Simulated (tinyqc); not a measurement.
From results back to parameters: Koster-Slater impurity in an sp3s* host.

Problem. In the Koster-Slater model a defect shifts the s level of its site by Vs and the p levels by Vp; an A1 level solves 1/Vs = G_s(E) and a T2 level 1/Vp = G_p(E), E from the top of the valence band. A defect has an A1 level at E = 0.4482 eV, one of the energies of the table, and a T2 level at 0.7469 eV.

G(E) of the host (1/eV):

| E (eV) | G_s | G_p |
|---|---|---|
| 0.0000 | -0.0694865 | 0.0970693 |
| 0.1494 | -0.0819689 | 0.0624579 |
| 0.2988 | -0.0962640 | 0.0357336 |
| 0.4482 | -0.1130457 | 0.0117665 |
| 0.5975 | -0.1333535 | -0.0118249 |
| 0.7469 | -0.1589357 | -0.0370314 |
| 0.8963 | -0.1931028 | -0.0665948 |
| 1.0457 | -0.2434124 | -0.1061638 |
| 1.1951 | -0.3345309 | -0.1740086 |

Find: Vs, Vp.

Solution. Read G_s and G_p at the two energies and invert them. Vs is attractive and pulls its level down from the conduction bands. Vp is attractive and pulls its level down from the conduction bands.

Vs, Vp (eV): -8.8  -27.0

Computed by tinyqc, a small Python program: `OMP_NUM_THREADS=1 python tinyqc.py 1452223 1452224 out.jsonl` (the numbers bound the seed that draws the inputs); one thread of a shared host (Intel(R) Xeon(R) Processor @ 2.30GHz), about 0.01 s for the whole set of steps.
